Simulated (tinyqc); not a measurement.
# Resistance of a tapered via with liner, size effect and interface: what changes with what

A round via whose diameter grows from db at the bottom as D(z) = db + 2 z/tan(ang). The fill, of diameter D - 2 tl, starts above the bottom liner (thickness fb tl) and has rho = rho0 (1 + ks lam/(D - 2 tl)); the sidewall liner conducts in parallel with it. The bottom liner and the interface are crossed over the full area pi db^2/4. Spreading in the lines above and below is left out.

Values chosen for this exercise; fill metal close to copper: diameter at the bottom db = 53 nm; height hv = 140 nm; sidewall angle ang = 88 degrees; bulk resistivity of the fill rho0 = 1.64 uohm cm; mean free path of the fill lam = 40.4 nm; size-effect factor ks = 1.3; liner on the sidewall tl = 2.2 nm; liner at the bottom over that on the sidewall fb = 0.7; resistivity of the liner rl = 290 uohm cm; interface resistivity at the bottom ri = 7e-12 ohm cm^2; ballistic conductance per area, about 3/(4 rho0 lam) Sb = 1.1e15 S/m^2; bulk resistivity of the second fill (close to tungsten) rho2 = 5.36 uohm cm; its mean free path lam2 = 15.1 nm; its liner tl2 = 3.6 nm.

Each table varies one quantity; the others keep the values above.

## Via resistance against the diameter at the bottom

Slices between z0 = fb tl and hv, evaluated at their midpoints: conductance per length pi/4 [(D - 2 tl)^2/rho + (D^2 - (D - 2 tl)^2)/rl], slice resistance = slice height over that. 2000 slices. R_fill = sum of the slices; R_bottom = rl fb tl/(pi db^2/4); R_interface = ri/(pi db^2/4); ballistic (Sharvin) limit 1/(Sb pi (db - 2 tl)^2/4); ideal cylinder rho0 hv/(pi db^2/4).

Results:
columns A: db (nm); B: R_fill (ohm); C: R_bottom (ohm); D: R_interface (ohm); E: R (ohm); F: ballistic limit (ohm); G: R over ideal cylinder; H: largest part
```
A          B        C        D       E        F       G             H
8.3   441.04   82.542   12.938  536.52   76.101  12.643          fill
11    163.58   46.994   7.3658  217.94   26.572  9.0207          fill
16    50.739   22.212   3.4815  76.432   8.6020  6.6932          fill
22    20.344   11.749   1.8415  33.934   3.7367  5.6182          fill
30    8.7419   6.3181  0.99030  16.050   1.7662  4.9413          fill
42    3.6321   3.2235  0.50525  7.3609  0.81873  4.4417          fill
80   0.73924  0.88848  0.13926  1.7670  0.20252  3.8684  bottom liner
```

Estimate the missing row, db = 58 nm.

Computed row:
columns A: db (nm); B: R_fill (ohm); C: R_bottom (ohm); D: R_interface (ohm); E: R (ohm); F: ballistic limit (ohm); G: R over ideal cylinder; H: largest part
```
A        B       C        D       E        F       G             H
58  1.6139  1.6903  0.26494  3.5692  0.40289  4.1072  bottom liner
```

With this row back in the table: R falls from 537 to 1.77 ohm. The fill is the largest part at db = 8.3, the bottom liner from 58 on. R goes as db^(-3.20) between the first two rows and db^(-2.19) between the last two; area alone gives -2.

## Via resistance against the liner on the sidewall

Same model as above.

2000 slices.

The same in every row: R_interface (ohm) = 0.31729.

Results:
```
tl (nm)  R_fill (ohm)  R_bottom (ohm)  R (ohm)  ballistic limit (ohm)  R over ideal cylinder  largest part
0              1.6815               0   1.9988                0.41206                 1.9206          fill
0.6            1.7645         0.55208   2.6339                0.43138                 2.5309          fill
1.7            1.9336          1.5642   3.8151                0.47049                 3.6658          fill
2.3            2.0361          2.1163   4.4697                0.49411                 4.2948  bottom liner
2.9            2.1469          2.6684   5.1326                0.51956                 4.9318  bottom liner
3.4            2.2462          3.1285   5.6920                0.54229                 5.4693  bottom liner
4              2.3746          3.6806   6.3725                0.57160                 6.1232  bottom liner
```

Estimate the missing row, tl = 1.1 nm.

Computed row:
```
tl (nm)  R_fill (ohm)  R_bottom (ohm)  R (ohm)  ballistic limit (ohm)  R over ideal cylinder  largest part
1.1            1.8385          1.0122   3.1680                0.44853                 3.0440          fill
```

With this row back in the table: R rises from 2.00 to 6.37 ohm. The fill is the largest part at tl = 0, the bottom liner from 2.3 on. The share of the two bottom terms goes from 15.9 to 62.7 %.

## Two fill metals against the diameter

2000 slices. R_fill = sum of the slices; R_bottom = rl fb tl/(pi db^2/4); R_interface = ri/(pi db^2/4). The second fill has rho2, lam2 and tl2 in place of rho0, lam and tl.

Two fill metals against the diameter:
```
db (nm)  R, first fill (ohm)  R, second fill (ohm)  ratio second/first
12                    168.79                455.11              2.6964
17                    65.203                147.09              2.2559
24                    27.409                57.018              2.0803
35                    11.189                22.498              2.0106
49                    5.1962                10.364              1.9945
70                    2.3614                4.7169              1.9975
100                   1.0942                2.1973              2.0082
```

What does the comparison show?

The ratio goes from 2.70 to 2.01. The first fill gives the lower R in every row.

Computed by the program tinyqc: `OMP_NUM_THREADS=1 python tinyqc.py 2750116 2750117 out.jsonl`, one thread of a shared Intel Xeon 2.30GHz, about 0.01 s for the whole run.
